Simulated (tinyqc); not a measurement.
From results back to parameters: standing waves and exposure in a photoresist film. Three cases, with inputs chosen for the exercise.

Problem. Bleaching of a resist on an index-matched plate: T(0) = T12 exp(-(A + B) d), T(end) = T12 exp(-B d), T12 = 1 - ((n1 - 1)/(n1 + 1))^2, and the first slope dT/dD = T(0) C A T12 (1 - exp(-(A + B) d))/(A + B). Here d = dT and D is the dose; A, B and C are hidden.

Case 1.

Values chosen (out of a larger set: a resist on Si, indices near tabulated ones; not measured data): n1 = 1.759 (resist index); dT = 0.319 micrometre (resist thickness on an index-matched plate).

T(0) = 0.632353
T(end) = 0.654937
dT/dD = 0.00068265 cm^2/mJ

Case 2.

Values chosen (out of a larger set: a resist on Si, indices near tabulated ones; not measured data): n1 = 1.676 (resist index); dT = 0.092 micrometre (resist thickness on an index-matched plate).

T(0) = 0.891632
T(end) = 0.897393
dT/dD = 0.00012592 cm^2/mJ

Case 3.

Values chosen (out of a larger set: a resist on Si, indices near tabulated ones; not measured data): n1 = 1.739 (resist index); dT = 0.566 micrometre (resist thickness on an index-matched plate).

T(0) = 0.544645
T(end) = 0.573108
dT/dD = 0.00069822 cm^2/mJ

Find: A; B; C.

Solution. A = ln(T(end)/T(0))/d, B = ln(T12/T(end))/d, and the slope then gives C.

Case 1.

A = 0.11 1/micrometre
B = 1.08 1/micrometre
C = 0.040 cm^2/mJ

Case 2.

A = 0.07 1/micrometre
B = 0.46 1/micrometre
C = 0.024 cm^2/mJ

Case 3.

A = 0.09 1/micrometre
B = 0.85 1/micrometre
C = 0.035 cm^2/mJ

Computed by tinyqc, one run a case: `OMP_NUM_THREADS=1 python tinyqc.py N N+1 out.jsonl` with N = 1682308, 1682312, 1682367; one thread of a shared Intel(R) Xeon(R) Processor @ 2.30GHz, about 0.01 s a run at most.
